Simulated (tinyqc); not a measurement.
Inversion-layer mobility, back-scattering and ballistic limit of a field-effect transistor: one step, computed by the program tinyqc. Command: `OMP_NUM_THREADS=1 python tinyqc.py 3000060 3000061 out.jsonl mos walk`. One thread of a shared host (Intel(R) Xeon(R) Processor @ 2.30GHz), about 0.01 s of CPU time with the checks.

The charge at the top of the source barrier is fixed by the gate; series resistance and short-channel effects are left out. F_j are Fermi integrals normalised to exp(eta) in the classical limit.

Problem. Ballistic limit. F_j(eta) = (1/Gamma(j + 1)) int_0^infinity x^j/(1 + exp(x - eta)) dx, F_0 = ln(1 + exp(eta)). Integrals over x = E/(k_B T) use 160 Gauss-Legendre points in u = sqrt(x) from 0 to sqrt(max(eta, 0) + 32). Ballistic channel: N_2D = g_v m k_B T/(pi hbar^2), U = e V_D/(k_B T); eta_F solves N_inv = (N_2D/2)[F_0(eta_F) + F_0(eta_F - U)]; v_T = sqrt(2 k_B T/(pi m)); I/W = e (N_2D/2) v_T [F_1/2(eta_F) - F_1/2(eta_F - U)]; injection velocity v_T F_1/2(eta_F)/F_0(eta_F).

Inputs (values chosen for the exercise, modelled on a silicon p-channel):
```
quantity               value  unit
transport mass m        0.29   m_0
valley degeneracy g_v      1     -
drain voltage V_D       0.05     V
temperature T            300     K
```

Statistics at the top of the barrier: Fermi-Dirac.

inversion density N_inv = 1.020920e+12 1/cm^2

Constants: m_0 = 9.1093837015e-31 kg; k_B = 1.380649e-23 J/K; hbar = 1.054571817e-34 J s; k_B = 8.617333262e-05 eV/K; e = 1.602176634e-19 C.

Give: N_2D; eta_F; thermal velocity v_T; injection velocity; ballistic current I/W.

Solution.

N_2D = 3.132e+12 1/cm^2

eta_F = -0.3079

thermal velocity v_T = 0.9991 1e7 cm/s

injection velocity = 1.081 1e7 cm/s

ballistic current I/W = 123.8 microampere/micrometre

Degeneracy raises the injection velocity by a factor 1.08.
